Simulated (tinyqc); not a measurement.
AlGaN/GaN HEMT with access regions, lumped model: two steps of the calculation.

A polarisation-induced electron sheet under a Schottky gate, in series with two ungated access regions and contacts. Drift law v = mu E/(1 + mu E/vs) under the gate. Currents in mA/mm, resistances in ohm mm. No self-heating, no channel-length modulation; fits for polarisation, barrier and offset are chosen for the exercise.

Values chosen for this exercise; values close to those of AlGaN/GaN structures: aluminium share of the barrier x = 0.27; barrier thickness d = 30 nm; relative permittivity of barrier and channel eps_r = 9.5; channel mobility mu = 1500 cm^2/(V s); saturation velocity vs = 1.4e7 cm/s; gate length Lg = 1 um; source access length Ls = 1.5 um; drain access length Ld = 1.5 um; resistance of each contact Rc = 0.27 ohm mm; share of the drain-access electrons removed by traps ft = 0; gate voltage Vg = -0.5 V; drain voltage Vd = 4 V.

Constants: q = 1.602176634e-19 C, eps0 = 8.8541878128e-14 F/cm where lengths are in cm. Results are converted to the units shown.

Question 1. Polarisation charge, threshold and sheet resistance. sigma = (5e13 x + 1.6e13 x^2) cm^-2, phiB = 0.84 + 1.3 x, dEc = 0.7 (1.71 x + x^2) in volts, Cb = eps0 eps_r/d, VT = phiB - dEc - q sigma/Cb, access density n0 = -Cb VT/q. Rsh = 1/(q mu n0); largest access current q n0 vs.

Give: sigma; Cb; VT; n0; Rsh; q n0 vs.

Answer 1.

sigma = 1.4666e13 cm^-2
Cb = 0.28038 uF/cm^2
VT = -7.5640 V
n0 = 1.3237e13 cm^-2
Rsh = 314.35 ohm
q n0 vs = 2969.1 mA/mm

Question 2. Drain current. Access resistance R(L, n) = L/(q mu n sqrt(1 - (I/(q n vs))^2)); Rs = Rc + R(Ls, n0), Rd = Rc + R(Ld, (1 - ft) n0). Vg' = Vg - I Rs, Vd' = Vd - I (Rs + Rd); with u = Vg' - VT, Vc = vs Lg/mu and w the smaller of Vd' and Vc [sqrt(1 + 2 u/Vc) - 1] (0 if negative), the channel gives (mu Cb/Lg)(u w - w^2/2)/(1 + w/Vc). I(new) is that channel current.

I at the start = 1100 mA/mm
VT = -7.5639691 V
Cb = 0.28038261 uF/cm^2
n0 = 1.3237026e13 cm^-2

Give: Rs; Rd; Vg'; Vd'; channel current; I after iteration 1.

Answer 2.

Rs = 0.77764 ohm mm
Rd = 0.77764 ohm mm
Vg' = -1.3554 V
Vd' = 2.2892 V
channel current = 1412.1 mA/mm
I after iteration 1 = 1412.1 mA/mm

Numbers from tinyqc (`OMP_NUM_THREADS=1 python tinyqc.py 2570107 2570108 out.jsonl`; about 0.01 s on one thread of a shared Intel Xeon 2.30GHz).
